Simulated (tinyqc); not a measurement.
Worked calculation: Hueckel theory of the pi electrons with the omega technique, for the molecule O=c1cccccc1 (SMILES; centres numbered as the heavy atoms are written). Computed by tinyqc, a small Python program that keeps every step. Settings: charge = 0, omega = 1.0, damping = 0.3. Command: `OMP_NUM_THREADS=1 python tinyqc.py 25133 25134 out.jsonl` (the two numbers bound the seeds that draw the settings). One thread of a shared host (Intel(R) Xeon(R) Processor @ 2.60GHz), about 0.01 s of CPU time with the checks.

## The Hueckel matrix

Centres:
```
centre  z_r, pi electrons of the neutral centre       h
1O                                            1  1.0000
2C                                            1  0.0000
3C                                            1  0.0000
4C                                            1  0.0000
5C                                            1  0.0000
6C                                            1  0.0000
7C                                            1  0.0000
8C                                            1  0.0000
```

Bonds:
```
i  j       k
1  2  1.0000
2  3       1
3  4       1
4  5       1
5  6       1
6  7       1
7  8       1
8  2       1
```

H_rr = alpha + h_r beta, H_rs = k_rs beta for bonded centres.

Hueckel matrix in units of beta (H = alpha + beta A), order 1O, 2C, 3C, 4C, 5C, 6C, 7C, 8C:
```
[[1.0000, 1.0000, 0.0000, 0.0000, 0.0000, 0.0000, 0.0000, 0.0000],
 [1.0000, 0.0000, 1.0000, 0.0000, 0.0000, 0.0000, 0.0000, 1.0000],
 [0.0000, 1.0000, 0.0000, 1.0000, 0.0000, 0.0000, 0.0000, 0.0000],
 [0.0000, 0.0000, 1.0000, 0.0000, 1.0000, 0.0000, 0.0000, 0.0000],
 [0.0000, 0.0000, 0.0000, 1.0000, 0.0000, 1.0000, 0.0000, 0.0000],
 [0.0000, 0.0000, 0.0000, 0.0000, 1.0000, 0.0000, 1.0000, 0.0000],
 [0.0000, 0.0000, 0.0000, 0.0000, 0.0000, 1.0000, 0.0000, 1.0000],
 [0.0000, 1.0000, 0.0000, 0.0000, 0.0000, 0.0000, 1.0000, 0.0000]]
```

## Orbitals, round 1

pi electrons, sum of z_r less the charge = 8

Diagonalise; E = alpha + x beta with beta < 0, so the largest x are filled first; degenerate levels share their electrons. P = sum n_i c_ri c_si; each orbital has its largest coefficient positive (the first on a tie).

x values: [2.1987, 1.6180, 1.2470, 0.7135, -0.4450, -0.6180, -1.8019, -1.9122]

occupations: [2.0000, 2.0000, 2.0000, 2.0000, 0.0000, 0.0000, 0.0000, 0.0000]

coefficients, order 1O, 2C, 3C, 4C, 5C, 6C, 7C, 8C:
```
[[0.4475, 0.4911, 0.0000, 0.6526, 0.0000, -0.3035, 0.0000, -0.2014],
 [0.5365, 0.3035, 0.0000, -0.1869, 0.0000, 0.4911, 0.0000, 0.5865],
 [0.3660, 0.0000, 0.4179, -0.3930, 0.5211, 0.0000, 0.2319, -0.4600],
 [0.2682, -0.3035, 0.5211, -0.0935, -0.2319, -0.4911, -0.4179, 0.2932],
 [0.2238, -0.4911, 0.2319, 0.3263, -0.4179, 0.3035, 0.5211, -0.1007],
 [0.2238, -0.4911, -0.2319, 0.3263, 0.4179, 0.3035, -0.5211, -0.1007],
 [0.2682, -0.3035, -0.5211, -0.0935, 0.2319, -0.4911, 0.4179, 0.2932],
 [0.3660, 0.0000, -0.4179, -0.3930, -0.5211, 0.0000, -0.2319, -0.4600]]
```

charge and bond-order matrix P, order 1O, 2C, 3C, 4C, 5C, 6C, 7C, 8C:
```
[[1.7346, 0.5343, -0.1853, -0.1800, 0.1437, 0.1437, -0.1800, -0.1853],
 [0.5343, 0.8297, 0.5396, 0.1385, -0.1800, -0.1800, 0.1385, 0.5396],
 [-0.1853, 0.5396, 0.9260, 0.7054, 0.1012, -0.2865, -0.1658, 0.2274],
 [-0.1800, 0.1385, 0.7054, 0.8888, 0.5989, 0.1155, -0.1975, -0.1658],
 [0.1437, -0.1800, 0.1012, 0.5989, 0.9030, 0.6879, 0.1155, -0.2865],
 [0.1437, -0.1800, -0.2865, 0.1155, 0.6879, 0.9030, 0.5989, 0.1012],
 [-0.1800, 0.1385, -0.1658, -0.1975, 0.1155, 0.5989, 0.8888, 0.7054],
 [-0.1853, 0.5396, 0.2274, -0.1658, -0.2865, 0.1012, 0.7054, 0.9260]]
```

## Omega technique, round 1

h_r = h_r(0) + omega q_r, omega = 1, with q_r = z_r - P_rr; 0.3 of the old diagonal is kept.

matrix after round 1, order 1O, 2C, 3C, 4C, 5C, 6C, 7C, 8C:
```
[[0.4858, 1.0000, 0.0000, 0.0000, 0.0000, 0.0000, 0.0000, 0.0000],
 [1.0000, 0.1192, 1.0000, 0.0000, 0.0000, 0.0000, 0.0000, 1.0000],
 [0.0000, 1.0000, 0.0518, 1.0000, 0.0000, 0.0000, 0.0000, 0.0000],
 [0.0000, 0.0000, 1.0000, 0.0779, 1.0000, 0.0000, 0.0000, 0.0000],
 [0.0000, 0.0000, 0.0000, 1.0000, 0.0679, 1.0000, 0.0000, 0.0000],
 [0.0000, 0.0000, 0.0000, 0.0000, 1.0000, 0.0679, 1.0000, 0.0000],
 [0.0000, 0.0000, 0.0000, 0.0000, 0.0000, 1.0000, 0.0779, 1.0000],
 [0.0000, 1.0000, 0.0000, 0.0000, 0.0000, 0.0000, 1.0000, 0.0518]]
```

## Orbitals, round 2

As before.

x values: [2.1984, 1.5775, 1.3147, 0.4952, -0.3849, -0.6075, -1.7323, -1.8611]

occupations: [2.0000, 2.0000, 2.0000, 2.0000, 0.0000, 0.0000, 0.0000, 0.0000]

coefficients, order 1O, 2C, 3C, 4C, 5C, 6C, 7C, 8C:
```
[[0.3010, -0.3971, 0.0000, 0.7206, 0.0000, 0.4126, 0.0000, -0.2495],
 [0.5155, -0.4336, 0.0000, 0.0068, 0.0000, -0.4511, 0.0000, 0.5854],
 [0.3854, -0.1176, 0.4144, -0.3590, 0.5231, -0.0424, 0.2337, -0.4549],
 [0.3118, 0.2542, 0.5234, -0.1659, -0.2284, 0.4791, -0.4170, 0.2848],
 [0.2758, 0.4987, 0.2330, 0.2898, -0.4174, -0.2860, 0.5211, -0.0972],
 [0.2758, 0.4987, -0.2330, 0.2898, 0.4174, -0.2860, -0.5211, -0.0972],
 [0.3118, 0.2542, -0.5234, -0.1659, 0.2284, 0.4791, 0.4170, 0.2848],
 [0.3854, -0.1176, -0.4144, -0.3590, -0.5231, -0.0424, -0.2337, -0.4549]]
```

charge and bond-order matrix P, order 1O, 2C, 3C, 4C, 5C, 6C, 7C, 8C:
```
[[1.5350, 0.6644, -0.1920, -0.2533, 0.1875, 0.1875, -0.2533, -0.1920],
 [0.6644, 0.9075, 0.4944, 0.0988, -0.1442, -0.1442, 0.0988, 0.4944],
 [-0.1920, 0.4944, 0.9260, 0.7336, 0.0804, -0.3058, -0.1341, 0.2390],
 [-0.2533, 0.0988, 0.7336, 0.9267, 0.5732, 0.0855, -0.1692, -0.1341],
 [0.1875, -0.1442, 0.0804, 0.5732, 0.9261, 0.7090, 0.0855, -0.3058],
 [0.1875, -0.1442, -0.3058, 0.0855, 0.7090, 0.9261, 0.5732, 0.0804],
 [-0.2533, 0.0988, -0.1341, -0.1692, 0.0855, 0.5732, 0.9267, 0.7336],
 [-0.1920, 0.4944, 0.2390, -0.1341, -0.3058, 0.0804, 0.7336, 0.9260]]
```

## Omega technique, round 2

As before.

matrix after round 2, order 1O, 2C, 3C, 4C, 5C, 6C, 7C, 8C:
```
[[0.4712, 1.0000, 0.0000, 0.0000, 0.0000, 0.0000, 0.0000, 0.0000],
 [1.0000, 0.1005, 1.0000, 0.0000, 0.0000, 0.0000, 0.0000, 1.0000],
 [0.0000, 1.0000, 0.0673, 1.0000, 0.0000, 0.0000, 0.0000, 0.0000],
 [0.0000, 0.0000, 1.0000, 0.0747, 1.0000, 0.0000, 0.0000, 0.0000],
 [0.0000, 0.0000, 0.0000, 1.0000, 0.0721, 1.0000, 0.0000, 0.0000],
 [0.0000, 0.0000, 0.0000, 0.0000, 1.0000, 0.0721, 1.0000, 0.0000],
 [0.0000, 0.0000, 0.0000, 0.0000, 0.0000, 1.0000, 0.0747, 1.0000],
 [0.0000, 1.0000, 0.0000, 0.0000, 0.0000, 0.0000, 1.0000, 0.0673]]
```

## Convergence

Each round sets h_r = h_r(0) + omega (z_r - P_rr), keeping the share named as damping of the old diagonal; repeat until output and input diagonals agree to 1e-6.

Rounds:
```
round  sum n x  largest |h(out) - h(in)|
1      11.5545                  7.35e-01
2      11.1716                  2.67e-02
3      11.1633                  2.76e-03
4      11.1625                  5.17e-04
5      11.1626                  7.34e-05
6      11.1625                  1.18e-05
7      11.1625                  2.44e-06
8      11.1625                  4.11e-07
```

Converged in 8 rounds.

## Energy, charges, bond orders

final x values: [2.1964, 1.5738, 1.3196, 0.4915, -0.3752, -0.6142, -1.7285, -1.8633]

occupations: [2.0000, 2.0000, 2.0000, 2.0000, 0.0000, 0.0000, 0.0000, 0.0000]

final P, order 1O, 2C, 3C, 4C, 5C, 6C, 7C, 8C:
```
[[1.5301, 0.6693, -0.1899, -0.2542, 0.1868, 0.1868, -0.2542, -0.1899],
 [0.6693, 0.9016, 0.4917, 0.0969, -0.1416, -0.1416, 0.0969, 0.4917],
 [-0.1899, 0.4917, 0.9334, 0.7360, 0.0796, -0.3075, -0.1338, 0.2393],
 [-0.2542, 0.0969, 0.7360, 0.9235, 0.5706, 0.0855, -0.1664, -0.1338],
 [0.1868, -0.1416, 0.0796, 0.5706, 0.9272, 0.7113, 0.0855, -0.3075],
 [0.1868, -0.1416, -0.3075, 0.0855, 0.7113, 0.9272, 0.5706, 0.0796],
 [-0.2542, 0.0969, -0.1338, -0.1664, 0.0855, 0.5706, 0.9235, 0.7360],
 [-0.1899, 0.4917, 0.2393, -0.1338, -0.3075, 0.0796, 0.7360, 0.9334]]
```

E = sum n x; q_r = z_r - P_rr; bond order p = P_rs; free valence = sqrt(3) - sum of p over the bonds of the atom.

pi energy = 8 alpha + this times beta = 11.1625

pi charges: [-0.5301, 0.0984, 0.0666, 0.0765, 0.0728, 0.0728, 0.0765, 0.0666]

Bond orders and lengths from R = 1.517 - 0.180 p (angstrom, C-C alone):
```
bond       p       R
1-2   0.6693       -
2-3   0.4917  1.4285
3-4   0.7360  1.3845
4-5   0.5706  1.4143
5-6   0.7113  1.3890
6-7   0.5706  1.4143
7-8   0.7360  1.3845
8-2   0.4917  1.4285
```

free valence of the carbons: [0.0794, 0.5044, 0.4255, 0.4501, 0.4501, 0.4255, 0.5044]

gap between the highest filled and the next level = 0.8667 |beta|
